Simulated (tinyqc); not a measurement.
Gupta-type many-body potential for a metal: one step, computed by the program tinyqc. Command: `OMP_NUM_THREADS=1 python tinyqc.py 3024338 3024339 out.jsonl gupta walk`. One thread of a shared host (Intel(R) Xeon(R) Processor @ 2.30GHz), about 0.01 s of CPU time with the checks.

E_i = sum_j A exp(-p (r_ij/r0 - 1)) - xi rho_i^gamma, with rho_i = sum_j exp(-2 q (r_ij/r0 - 1)); gamma = 1/2 is the tight-binding second-moment form. The crystal is fcc unless stated; d is the neighbour distance and a fixed number of shells is kept.

Problem. Equilibrium of the fcc crystal. fcc shells: d sqrt(k), k = 1..5, with 12, 6, 24, 12, 24 atoms; Omega = d^3/sqrt2. Equilibrium: dE/dd = 0; B = d^2 E''(d)/(9 Omega).

Inputs (values chosen for the exercise, for a model metal): repulsion A = 0.105 eV; hopping xi = 1.53 eV; decay p = 11.1; decay q = 3.14; reference distance r0 = 2.889 angstrom; shells kept = 3; embedding exponent gamma = 0.45.

Constants: 1 eV/angstrom^3 = 160.2176634 GPa.

Give: neighbour distance d; lattice constant; cohesive energy E_c; bulk modulus B.

Solution.

neighbour distance d = 2.8928 angstrom

lattice constant = 4.0910 angstrom

cohesive energy E_c = 3.5326 eV

bulk modulus B = 117.95 GPa
